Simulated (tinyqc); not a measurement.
# Two-sublattice mean-field magnet: ferrimagnet, compensation points and susceptibility, step by step

A worked calculation. Computed by tinyqc, a small Python program that keeps every step. Command: `OMP_NUM_THREADS=1 python tinyqc.py 3003230 3003231 out.jsonl ferri walk`. One thread of a shared host (Intel(R) Xeon(R) Processor @ 2.30GHz), about 0.01 s of CPU time with the checks. Intermediate numbers are printed to about 6 digits and carried at full precision; extremes and crossings named in words are read from the listed rows.

A random alloy A(1-x)B(x) with H = -sum over pairs J S_i.S_j. a = <S_A> and b = <S_B> are taken along z, a > 0. Exchange fields: h_A = (1 - x) zJ_AA a + x zJ_AB b, h_B = (1 - x) zJ_AB a + x zJ_BB b; a = S_A B_(S_A)(S_A h_A/(k_B T)) and likewise for b, with the Brillouin function B_S(y) = [(2S + 1)/(2S)] coth[(2S + 1) y/(2S)] - [1/(2S)] coth[y/(2S)].

Inputs (values chosen for the exercise, for a model ferrimagnet):
```
quantity,value,unit
spin S_A,1.5,-
spin S_B,3.5,-
g factor g_A,2.2,-
g factor g_B,2,-
fraction x of B sites,0.18,-
z J_AA,21.2,meV
z J_BB,2.3,meV
z J_AB,-5.8,meV
T over T_c,0.84,-
largest number of steps,3000,-
```

Constants: k_B = 8.617333262e-05 eV/K.

## Ordering temperature

Linearised, T (a, b) = M (a, b) with M_ij = S_i (S_i + 1) c_j zJ_ij/(3 k_B), c_A = 1 - x, c_B = x. T_c is the larger eigenvalue, and its eigenvector gives b/a at onset, (T_c - M_AA)/M_AB.

M (K):
```
,A,B
A,252.166,-15.144
B,-289.753,25.222
```

eigenvalues (K): [7.302, 270.086]

T_c = 270.086 K

b/a at onset = -1.18332

T = 226.872 K

The antiferromagnetic A-B coupling raises T_c by 18 K over that of A alone.

## First step

Start from a = S_A, b = -S_B and apply the equations once.

h_A = 29.73 meV

h_B = -8.583 meV

new a = 1.22946

new b = -1.93173

## Self-consistent moments

Repeat from a = S_A, b = -S_B until a and b change by less than 1e-10.

Iteration:
```
step,a,b,largest change
1,1.50000,-3.50000,1.56827e+00
2,1.22946,-1.93173,3.37040e-01
3,1.10043,-1.59469,1.48958e-01
4,1.03044,-1.44573,8.19936e-02
5,0.98861,-1.36374,4.96689e-02
6,0.96213,-1.31407,3.17112e-02
...,...,...,...
56,0.90741,-1.21611,5.31902e-10
57,0.90741,-1.21611,3.73307e-10
58,0.90741,-1.21611,2.61998e-10
59,0.90741,-1.21611,1.83880e-10
60,0.90741,-1.21611,1.29052e-10
61,0.90741,-1.21611,9.05729e-11
```

a = 0.907407

b = -1.21611

last change = 9.05729e-11

a is at 60 % and b at 35 % of saturation: the B spins feel the weaker field per spin and lose their order faster.

## Net moment and spin

Net moment m = (1 - x) g_A a + x g_B b in mu_B per site; net spin s = (1 - x) a + x b. At T = 0, a = S_A and b = -S_B. Effective g = m/s.

net moment m = 1.19916 mu_B

net spin s = 0.525173

m at T = 0 = 1.446 mu_B

effective g = 2.28336

A dominates at T, as at T = 0.

## Compensation temperatures

Net moment m = (1 - x) g_A a + x g_B b in mu_B per site; net spin s = (1 - x) a + x b. T_M: m = 0; T_A: s = 0; searched between 0.02 and 0.97 T_c, and given as 0 if there is no change of sign.

magnetic compensation T_M = 0 K

angular-momentum compensation T_A = 0 K

No compensation in this range.

## Moments against temperature

The formulas are those given above.

Sublattices:
```
T/T_c,T (K),a/S_A,-b/S_B,m (mu_B)
0.05,13.504,1.000000,0.999821,1.44623
0.15,40.513,0.999862,0.972927,1.47974
0.30,81.026,0.989356,0.875702,1.57381
0.45,121.539,0.947801,0.749587,1.62027
0.60,162.052,0.866387,0.606465,1.58030
0.72,194.462,0.762913,0.483320,1.45546
0.84,226.872,0.604938,0.347461,1.19916
0.92,248.479,0.440834,0.237678,0.89342
0.97,261.984,0.274899,0.142613,0.56418
```

At 0.45 T_c A keeps 0.95 and B 0.75 of saturation. |m| first rises, to 1.620 at 0.45 T_c, because the minority sublattice falls faster (type P).

## Susceptibility above T_c

With a field B, T (a, b) = M (a, b) + (mu_B B/(3 k_B)) (g_A S_A (S_A + 1), g_B S_B (S_B + 1)). chi = m/B per site; C = mu_B [(1 - x) g_A^2 S_A (S_A + 1) + x g_B^2 S_B (S_B + 1)]/(3 k_B); the table gives C/chi, which tends to T - theta.

Inverse susceptibility:
```
T (K),C/chi (K),T - C/chi (K)
275.49,16.75,258.739
297.09,72.41,224.689
337.61,150.08,187.532
405.13,248.57,156.560
540.17,409.83,130.346
810.26,698.15,112.106
1350.43,1249.35,101.077
2700.86,2606.61,94.257
```

T - C/chi sinks from 259 K just above T_c to 94 K at 10 T_c, on its way to the asymptotic theta. The curve of 1/chi is a hyperbola that bends down to zero at T_c = 270 K, so a Curie-Weiss line fitted at high T misses T_c.

Checks made by the program: the fixed point (relative difference below 1e-10).
